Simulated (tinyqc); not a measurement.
Inside a calculation: two-band k.p model of the Delta valleys near the X point under shear strain. Values are carried at full precision from step to step, so a last printed digit may differ when a step is redone from the rounded ones.

Constants: hbar^2/2m0 = 3.80998211 eV angstrom^2.

Inputs chosen for the exercise (near those of Si; shifted at random, so the results belong to these values and not to a real crystal): a = 5.415 angstrom (lattice constant); ml = 0.898 m0 (longitudinal mass); mt = 0.192 m0 (transverse mass); kx0 = 0.152 2 pi/a (distance of the minimum from X); D = 15.2 eV (shear deformation potential); Mp = 0.226 m0 (coupling mass); exy = 0.021 (shear strain); k = (0.04, 0.008, 0.079) 1/angstrom (wave vector from X).

## Scales

k0 = kx0 2 pi/a; Delta = 2 c k0^2/ml with c = hbar^2/2m0, half the splitting of the two bands at k0; eta = D exy/Delta measures the shear coupling against it.

k0 = 0.17637 1/angstrom
Delta = 0.26395 eV
eta = 1.2093
splitting of the two bands at X, 2 |D exy| = 0.6384 eV

## The Hamiltonian at one k

Valley pair on the [001] axis, kz counted from the X point, c = hbar^2/2m0, k0 = kx0 2 pi/a. H = (c kz^2/ml + c (kx^2 + ky^2)/mt + c k0^2/ml) 1 + (2 c k0 kz/ml) sigma_z + (D exy - 2 c kx ky/Mp) sigma_x, so E = c kz^2/ml + c (kx^2 + ky^2)/mt + c k0^2/ml -/+ sqrt((2 c k0 kz/ml)^2 + (D exy - 2 c kx ky/Mp)^2). Without strain the lower band has its minima, E = 0, at kz = +/- k0. Shifts from diagonal strain are left out.

Fill in the 2 x 2 matrix (sigma_z diagonal) and give its levels.

H(k) (eV):
```
[[0.3097, 0.3084],
 [0.3084, 0.0732]]
```

levels (eV): [-0.1388, 0.5218]

## Position, depth and masses of the minimum

For |eta| < 1: k_min = k0 sqrt(1 - eta^2), E_min = -Delta eta^2/2, ml(eta) = ml/(1 - eta^2), 1/m[110] = 1/mt + eta/Mp, 1/m[1-10] = 1/mt - eta/Mp. For |eta| > 1 the minimum sits at X: E_min = -Delta (2 |eta| - 1)/2, ml(eta) = ml/(1 - 1/|eta|), and eta is replaced by its sign in the transverse masses.

k_min = 0.0000 1/angstrom
E_min = -187.22 meV
ml(eta) = 5.188 m0

masses along [110] and [1-10] (m0): [0.1038, 1.2762]

The two valleys have merged at X; electrons are lighter along [110] (-45.9 % against mt) and heavier across (+564.7 %).

## The two bands along kz

kx = ky = 0, kz from 0 to 1.6 k0 in steps of 0.2 k0, with and without the strain.

Levels (eV):
```
kz/k0  kz (1/angstrom)    lower   upper  lower, no strain  upper, no strain
0.0             0.0000  -0.1872  0.4512            0.1320            0.1320
0.2             0.0353  -0.1863  0.4608            0.0845            0.1900
0.4             0.0705  -0.1831  0.4893            0.0475            0.2587
0.6             0.1058  -0.1768  0.5358            0.0211            0.3379
0.8             0.1411  -0.1663  0.5992            0.0053            0.4276
1.0             0.1764  -0.1502  0.6782            0.0000            0.5279
1.2             0.2116  -0.1277  0.7717            0.0053            0.6388
1.4             0.2469  -0.0977  0.8790            0.0211            0.7602
1.6             0.2822  -0.0595  0.9992            0.0475            0.8922
```

## Checks

- Depth of the minimum by numerical search against the closed form (eV): both -0.187224.
- Mass along [110] by finite differences against the closed form: both 0.1038.

Program tinyqc; command `OMP_NUM_THREADS=1 python tinyqc.py 1050624 1050625 out.jsonl`; about 0.01 s on one thread of a shared Intel(R) Xeon(R) Processor @ 2.30GHz.
